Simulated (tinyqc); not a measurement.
Worked calculation: plane-wave Kohn-Sham cycle with exchange-only LDA in a layered model solid. One step of it, computed by the program tinyqc.

Problem. Iteration 1: potential. V_H(G) = 4 pi rho(G)/G^2 for G != 0 (uniform background); v_x = -(3 rho/pi)^(1/3); V = V_ext + V_H + v_x; Fourier components f(G_m) = (1/N) sum_j f(x_j) exp(-i G_m x_j).

A solid whose potential varies along x alone (atomic units):
```
parameter                      value
period a                   17.400000
cross-section of the cell  38.000000
electrons per cell                 4
grid points                       16
plane waves -n..n, n               3
k points                           2
V1 in V1 cos(2 pi x/a)     -0.220000
V2 in V2 cos(4 pi x/a)     -0.070000
```

density at the start, on the grid x_j = j a/N (e/bohr^3): 0.00604961  0.00604961  0.00604961  0.00604961  0.00604961  0.00604961  0.00604961  0.00604961  0.00604961  0.00604961  0.00604961  0.00604961  0.00604961  0.00604961  0.00604961  0.00604961

Give: Potentials on the grid; V(G_m), m = 0, 1, 2, ....

Solution.

Potentials on the grid (hartree):
```
x          V_ext     V_H      v_x        V
0.0000   -0.2900  0.0000  -0.1794  -0.4694
1.0875   -0.2528  0.0000  -0.1794  -0.4322
2.1750   -0.1556  0.0000  -0.1794  -0.3350
3.2625   -0.0347  0.0000  -0.1794  -0.2141
4.3500    0.0700  0.0000  -0.1794  -0.1094
5.4375    0.1337  0.0000  -0.1794  -0.0457
6.5250    0.1556  0.0000  -0.1794  -0.0239
7.6125    0.1538  0.0000  -0.1794  -0.0257
8.7000    0.1500  0.0000  -0.1794  -0.0294
9.7875    0.1538  0.0000  -0.1794  -0.0257
10.8750   0.1556  0.0000  -0.1794  -0.0239
11.9625   0.1337  0.0000  -0.1794  -0.0457
13.0500   0.0700  0.0000  -0.1794  -0.1094
14.1375  -0.0347  0.0000  -0.1794  -0.2141
15.2250  -0.1556  0.0000  -0.1794  -0.3350
16.3125  -0.2528  0.0000  -0.1794  -0.4322
```

V(G_m), m = 0, 1, 2, ... (hartree): -0.1794  -0.1100  -0.0350  0.0000  0.0000  0.0000  0.0000
